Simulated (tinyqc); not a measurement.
Joule-heated wire on a substrate, fin equation: effect of the cross-section.

A wire of length L loses heat along itself to two contacts and sideways to the substrate: kap A theta'' - g theta + p = 0 with theta = T - T0 and p = p0. The ends are held at T0. Constant conductivity, diffusive heat flow.

The equation is solved on 800 equal steps and the peak is the largest node value. LH = sqrt(kap A/g); the share is the integral of g theta over that of p.

Parameters, values chosen for the exercise:
```
symbol  value     unit                                  meaning
kap        20  W/(m K)              conductivity along the wire
g        0.33  W/(m K)  conductance per length to the substrate
L         260       nm              length between the contacts
Rc          0     K/uW       thermal resistance of each contact
p0       0.02    uW/nm                       heating per length
```

Results:
```
A (nm^2),LH (nm),L/LH,peak theta (K),peak/(p0/g),share to the substrate (%)
14,29.13,8.926,59.21,0.9769,77.60
28,41.19,6.312,55.45,0.9149,68.43
110,81.65,3.184,36.92,0.6092,42.19
220,115.5,2.252,25.03,0.4130,28.09
440,163.3,1.592,15.17,0.2504,16.86
880,230.9,1.126,8.479,0.1399,9.376
```

Estimate the missing row, A = 55 nm^2.

Computed row:
```
A (nm^2),LH (nm),L/LH,peak theta (K),peak/(p0/g),share to the substrate (%)
55,57.74,4.503,47.99,0.7919,56.56
```

With this row back in the table: As A goes from 14 to 880 nm^2, the peak theta falls from 59.2 to 8.48 K and the share of heat to the substrate falls from 77.6 to 9.38 %; L/LH goes from 8.9 to 1.1. Where L/LH is smallest the peak reaches 0.14 of p0/g, where it is largest 0.98: contacts cool the wire only within a few healing lengths. At A = 14 nm^2 LH or L is under 30 nm, where Fourier conduction is a rough picture.

Computed by the program tinyqc: `OMP_NUM_THREADS=1 python tinyqc.py 2520014 2520015 out.jsonl`, one thread of a shared Intel Xeon 2.30GHz, about 0.01 s for the whole run.
